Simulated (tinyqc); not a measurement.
Solubility, supersaturation, precipitation and gettering of an impurity in a silicon-like host: one step, computed by the program tinyqc. Command: `OMP_NUM_THREADS=1 python tinyqc.py 3010299 3010300 out.jsonl ripen walk`. One thread of a shared host (Intel(R) Xeon(R) Processor @ 2.30GHz), about 0.01 s of CPU time with the checks.

The wafer was saturated at T1 and is then held at T.

Task: Ham's law for sinks of fixed radius. tau0 = 1/(4 pi n r0 D); C_fixed(t) = C_eq + (C0 - C_eq) exp(-t/tau0). If all excess precipitates, the final radius is r_f = [r0^3 + 3 (C0 - C_eq)/(4 pi n C_p)]^(1/3), with tau_f = 1/(4 pi n r_f D).

Inputs (values chosen for the exercise, modelled on chromium in silicon): temperature of saturation T1 = 1350 K; anneal temperature T = 987 K; sink density n = 1.6e+09 1/cm^3; initial sink radius r0 = 11 nm; impurity density in the precipitate C_p = 2e+22 1/cm^3; anneal time t = 200 s.

D(T) = 6.809655e-08 cm^2/s

C_eq(T) = 6.504935e+10 1/cm^3

C0 = 4.134501e+14 1/cm^3

Give: tau0; C_fixed(t); final radius r_f; tau_f.

Result:

tau0 = 664.0 s

C_fixed(t) = 3.059e+14 1/cm^3

final radius r_f = 16.41 nm

tau_f = 445.2 s

The sinks grow 1.5 times, so the fixed radius underrates the later rate.
